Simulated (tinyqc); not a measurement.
# Free and trapped electrons in a MOS channel with a dense trap tail: free and trapped charge against gate voltage

p-type body, charge-sheet picture, full ionisation (an idealisation for deep acceptors), Boltzmann statistics for free electrons. e = Ec - EF at the surface. Acceptor-like traps of density D(E) = D0 + De exp(-E/Ew) at depth E below Ec, from 0 to Eu, hold n_t = integral of D(E)/(1 + exp((e - E)/Vt)). psi = Eg - Vt ln(Nv/Na) - e; N_dep = sqrt(2 eps0 eps_r Na (psi - Vt)/q); n_f = sqrt(N_dep^2 + 2 eps0 eps_r Vt Nc exp(-e/Vt)/q) - N_dep; Vg = Vfb + psi + q (N_dep + n_t + n_f)/Cox, Cox = eps0 eox/tox.

Free share n_f/(n_f + n_t); swing ln 10 n_f/(dn_f/dVg); field-effect mobility mf q (dn_f/dVg)/Cox, for a constant mf; oxide field q (N_dep + n_t + n_f)/(eps0 eox).

Values chosen for this exercise; band and dielectric values close to those of 4H silicon carbide:
```
symbol    value         unit                                             meaning
T           300            K                                         temperature
Eg         3.28           eV                                            band gap
eps_r      9.76                                            relative permittivity
Nc      1.69e19        cm^-3              conduction-band density of states at T
Nv      2.51e19        cm^-3                 valence-band density of states at T
eox         3.9                           relative permittivity of the insulator
tox          54           nm                                 insulator thickness
Na       1.4e16        cm^-3                                    acceptor density
Vfb       -2.13            V            flat-band voltage without trapped charge
D0       1.4e11  cm^-2 eV^-1  constant background density of acceptor-like traps
De       7.8e12  cm^-2 eV^-1          density of the tail at the conduction edge
Ew         0.08           eV                            decay energy of the tail
Eu         0.97           eV        depth below Ec down to which the traps reach
mf          230   cm^2/(V s)                          mobility of free electrons
```

Constants: q = 1.602176634e-19 C, kB = 1.380649e-23 J/K, Vt = kB T/q, eps0 = 8.8541878128e-14 F/cm where lengths are in cm. Results are converted to the units shown.

Free and trapped charge against gate voltage:

| Vg (V) | e (eV) | n_f (cm^-2) | n_t (cm^-2) | free share (%) | swing (mV/decade) | field-effect mobility (cm^2/(V s)) | oxide field (MV/cm) |
|---|---|---|---|---|---|---|---|
| 2.4 | 0.3765 | 1.750e6 | 8.982e10 | 0.001948 | 111.2 | 0.02088 | 0.3371 |
| 3.4 | 0.1103 | 4.785e10 | 3.040e11 | 13.60 | 715.9 | 88.68 | 0.4730 |
| 4.5 | 0.05779 | 3.052e11 | 4.589e11 | 39.94 | 2475 | 163.6 | 0.6669 |
| 5.5 | 0.03535 | 6.115e11 | 5.402e11 | 53.10 | 4345 | 186.7 | 0.8480 |
| 6.5 | 0.01990 | 9.477e11 | 5.952e11 | 61.42 | 6297 | 199.7 | 1.030 |
| 7.6 | 0.006907 | 1.338e12 | 6.372e11 | 67.74 | 8505 | 208.8 | 1.232 |
| 8.6 | -0.002684 | 1.705e12 | 6.641e11 | 71.97 | 1.056e4 | 214.3 | 1.415 |
| 9.7 | -0.01158 | 2.119e12 | 6.854e11 | 75.56 | 1.287e4 | 218.4 | 1.617 |
| 10.7 | -0.01855 | 2.500e12 | 6.995e11 | 78.14 | 1.501e4 | 221.0 | 1.801 |

n_f reaches 1e11 cm^-2 at Vg = 3.69 V, against 2.79 V without traps. The free share rises from 0.00195 to 78.1 % and the field-effect mobility rises from 0.0209 to 221 cm^2/(V s), although mf = 230 is constant: in the last row 96.1 % of Cox dVg goes into free electrons. The swing in the first row is 111 mV a decade (Vt ln 10 = 59.5). For Vg = 5.5, 6.5, 7.6, 8.6, 9.7, 10.7 EF lies less than 2 Vt below the band edge, or above it, where degeneracy and confinement, left out, matter.

Computed by the program tinyqc: `OMP_NUM_THREADS=1 python tinyqc.py 2222126 2222127 out.jsonl`, one thread of a shared Intel Xeon 2.30GHz, about 0.02 s for the whole run.
